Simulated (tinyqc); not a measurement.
Worked calculation: square-lattice Ising model by mean field, Bethe lattice, transfer matrix, exact enumeration and Monte Carlo steps. Computed by tinyqc, a small Python program that keeps every step. Command: `OMP_NUM_THREADS=1 python tinyqc.py 3017708 3017709 out.jsonl ising walk`. One thread of a shared host (Intel(R) Xeon(R) Processor @ 2.30GHz), about 0.01 s of CPU time with the checks. Intermediate numbers are printed to about 7 digits and carried at full precision; extremes and crossings named in words are read from the listed rows.

H = -J sum over nearest pairs s_i s_j, s = +-1, no field, periodic boundaries; energies per site are in J. As a lattice gas or an alloy, s marks which species holds the site.

Inputs (values chosen for the exercise, for a model lattice):
```
quantity                                                                 value  unit
coupling J                                                                7.33   meV
temperature T                                                              361     K
strip width w                                                                3     -
factor on the grid 1.5, 1.85, 2.1, 2.45, 2.65, 3.1, 3.6, 4.4 of k_B T/J  0.941     -
```

Enumerated cell: 3 x 5. Monte Carlo rule: heat bath.

Constants: k_B = 8.617333262e-05 eV/K.

## Reduced coupling

K = J/(k_B T). Onsager: k_B T_c/J = 2/ln(1 + sqrt 2); mean field: 4; Bethe lattice with z = 4: 2/ln 2.

K = 0.2356264

critical temperatures (K): exact 193.0194, Bethe 245.4345, mean field 340.2445

T lies above all three.

## Three theories of the infinite lattice

K = J/(k_B T). Mean field: m = tanh(4 K m), u = -2 m^2. Bethe: cavity field h = 3 artanh(tanh K tanh h), m = tanh(4h/3), u = -2 (tanh K + tanh^2 h)/(1 + tanh K tanh^2 h). Exact: m = [1 - sinh(2K)^(-4)]^(1/8) below T_c; u = -coth(2K) [1 + (2/pi)(2 tanh^2(2K) - 1) K1(k)], k = 2 sinh(2K)/cosh^2(2K), K1 the complete elliptic integral of the first kind. The largest root is taken.

m, mean field = 0

u, mean field = 0

cavity field h = 0

m, Bethe = 0

u, Bethe = -0.4627209

m, exact = 0

u, exact = -0.5186150

Against the exact energy mean field misses by +0.519 J and Bethe by +0.056 J. Mean field has no short-range order, so its energy is zero above its T_c.

## Transfer matrix

Strip of w sites, periodic across (for w = 2 the pair is joined by two bonds): T(s, s') = exp(K [sum_i s_i s'_i + (r(s) + r(s'))/2]), r(s) = sum_i s_i s_(i+1).

T, lower triangle (symmetric):
```
          +++       ++-       +-+       +--       -++       -+-       --+       ---
+++  4.111378
++-  1.602000  1.602000
+-+  1.602000  0.624220  1.602000
+--  1.000000  1.000000  1.000000  1.602000
-++  1.602000  0.624220  0.624220  0.389650  1.602000
-+-  1.000000  1.000000  0.389650  0.624220  1.000000  1.602000
--+  1.000000  0.389650  1.000000  0.624220  1.000000  0.624220  1.602000
---  1.000000  1.000000  1.000000  1.602000  1.000000  1.602000  1.602000  4.111378
```

## Free energy and correlation length of the strip

With the eigenvalues l1 > l2: -f/(k_B T) = ln(l1)/w per site; xi = 1/ln(l1/l2) rows.

three largest eigenvalues: 9.682989  3.472386  1.588130

-f/(k_B T) = 0.7567902

correlation length xi = 0.9751068

xi/w = 0.325; for wide strips at T_c this ratio tends to 4/pi = 1.273, and T lies above T_c, where xi tends to a constant.

## Exact averages on the small cell

States of the 3 x 5 cell:
```
E (J)  |M|  count
-30     15      2
-22     13     30
-18      3     10
-18      9     10
-18     11     60
-14      1     60
-14      5     60
-14      7     90
-14      9    150
-14     11    150
-10      1    180
-10      3    330
-10      5    276
-10      7    390
-10      9    450
-6       1   1020
-6       3   1030
-6       5   1260
-6       7   1140
-6       9    300
-2       1   3150
-2       3   2850
-2       5   2220
-2       7    870
2        1   4170
2        3   3480
2        5   1590
2        7    240
6        1   2940
6        3   1590
6        5    540
10       1   1020
10       3    660
10       5     60
14       1    330
14       3     60
```

Weights count x exp(-K E); N = 15; u = <E>/N, c = K^2 (<E^2> - <E>^2)/N in k_B, Binder U = 1 - <M^4>/(3 <M^2>^2).

ln Z / N = 0.7572003

u, cell = -0.6058889

heat capacity c, cell = 0.2032162

<|m|>, cell = 0.4020200

Binder cumulant U = 0.2711052

The cell energy lies -0.087 J from the infinite lattice: periodic images add correlation. <|m|> stays finite although the infinite lattice has m = 0.

## The methods across T_c

The grid values of k_B T/J times the given factor are rounded to 3 figures before use.

Order and energy:
```
k_B T/J     T (K)  m mean field    m Bethe    m exact  <|m|> cell    u Bethe    u exact     u cell     U cell
1.41     119.9362     0.9928721  0.9911455  0.9909727   0.9891355  -1.966934  -1.966626  -1.964208  0.6642467
1.74     148.0063     0.9779456  0.9679429  0.9653038   0.9561107  -1.887904  -1.883786  -1.872643  0.6548829
1.98     168.4210     0.9593876  0.9325578  0.9176330   0.9069502  -1.779187  -1.759689  -1.749765  0.6383983
2.31     196.4912     0.9208410  0.8364843  0.0000000   0.8068016  -1.528579  -1.325364  -1.516366  0.5972099
2.49     211.8022     0.8923952  0.7423382  0.0000000   0.7452082  -1.327446  -1.114795  -1.377957  0.5662887
2.92     248.3785     0.7980502  0.0000000  0.0000000   0.6114117  -0.659354  -0.850966  -1.082298  0.4800283
3.39     288.3572     0.6340124  0.0000000  0.0000000   0.5072363  -0.573434  -0.688682  -0.850787  0.3889278
4.14     352.1530     0.0000000  0.0000000  0.0000000   0.4110703  -0.473911  -0.534366  -0.627820  0.2821960
```

At k_B T/J = 1.41 all values of m agree within 0.004. At 2.31 the exact m is 0 while Bethe gives 0.84, mean field 0.92 and the cell 0.81: neglect of fluctuations raises T_c, and a finite cell rounds the transition. U falls from 0.664 (2/3 when ordered) to 0.282 (0 for a large disordered system).

## heat bath steps

start configuration, 5 x 5, rows and columns numbered from 1:
```
    1   2   3   4   5
1   1   1  -1  -1   1
2  -1  -1   1  -1   1
3   1   1   1  -1  -1
4  -1   1   1   1   1
5   1   1  -1   1   1
```

Random draws:
```
step  row  column       u
1       1       2  0.9578
2       4       2  0.0930
3       4       3  0.8066
4       2       4  0.3205
5       4       4  0.7237
6       3       3  0.5757
7       1       3  0.7866
8       1       1  0.6000
9       2       1  0.0155
10      1       4  0.6756
11      4       2  0.4431
12      5       5  0.3246
13      2       1  0.0235
14      4       4  0.5078
```

h is the sum of the four neighbours. Set s = +1 if u < p = 1/(1 + exp(-2 K h)), else -1.

Steps:
```
step  s before   h          p  s after
1            1   0  0.5000000       -1
2            1   2  0.7196055        1
3            1   2  0.7196055       -1
4           -1   0  0.5000000        1
5            1   0  0.5000000       -1
6            1   0  0.5000000       -1
7           -1  -2  0.2803945       -1
8            1   0  0.5000000       -1
9           -1   0  0.5000000        1
10          -1   2  0.7196055        1
11           1   0  0.5000000        1
12           1   4  0.8681856        1
13           1   0  0.5000000        1
14          -1   0  0.5000000       -1
```

configuration after the steps:
```
    1   2   3   4   5
1  -1  -1  -1   1   1
2   1  -1   1   1   1
3   1   1  -1  -1  -1
4  -1   1  -1  -1   1
5   1   1  -1   1   1
```

8 of the 14 steps changed a spin; the sum of spins went from 7 to 3.

Checks made by the program: ln Z of the cell against the trace of a power of the transfer matrix (relative difference below 1e-10).
